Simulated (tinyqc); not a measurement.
Bandgap voltage reference from two bipolar transistors: one step of the calculation.

Two transistors of area 1 and N carry the same current I. Is(T) = Is (T/T0)^eta exp[(Vg0 q/kB)(1/T0 - 1/T)], VBE1 = Vt ln(I/Is(T)) + I rb, VBE2 = Vt ln(I/(N Is(T))) + I rb/N. The amplifier forces I R1(T) = VBE1 - VBE2 + Vos, with R(T) = R (1 + tc (T - T0)) for both resistors, and the output is Vref = VBE1 + I R2(T). Base currents and the Early effect are neglected.

Question. Operating point at another temperature. Vt = kB T/q; I = (Vt ln N + Vos)/(R1(T) - rb (1 - 1/N)).

Inputs (values chosen for the exercise); values of the order met in silicon bipolar transistors: reference temperature T0 = 300 K; band-gap voltage extrapolated to 0 K Vg0 = 1.204 V; temperature exponent of the saturation current eta = 3.7; saturation current of the unit transistor at T0 Is = 9.6e-18 A; area ratio of the second transistor N = 24; resistor across which the difference of VBE falls, at T0 R1 = 8.5 kohm; temperature coefficient of both resistors tc = -600 ppm/K; offset of the amplifier Vos = 0 mV; series resistance of the unit transistor rb = 64 ohm; output resistor at T0 R2 = 55.09 kohm; temperature T = 233 K.

Constants: q = 1.602176634e-19 C, kB = 1.380649e-23 J/K. Results are converted to the units shown.

Give: Vt; I; Is(T); VBE1; I R2; Vref.

Answer.

Vt = 0.020078 V
I = 7.2674 uA
Is(T) = 5.7543e-24 A
VBE1 = 0.83733 V
I R2 = 0.41645 V
Vref = 1.2538 V

From T0 to T, VBE1 changes by 122 mV and I R2 by -120 mV, which leaves 2.12 mV in Vref.

Program tinyqc, `OMP_NUM_THREADS=1 python tinyqc.py 2062062 2062063 out.jsonl`; Intel Xeon 2.30GHz, shared host, one thread, about 0.02 s.
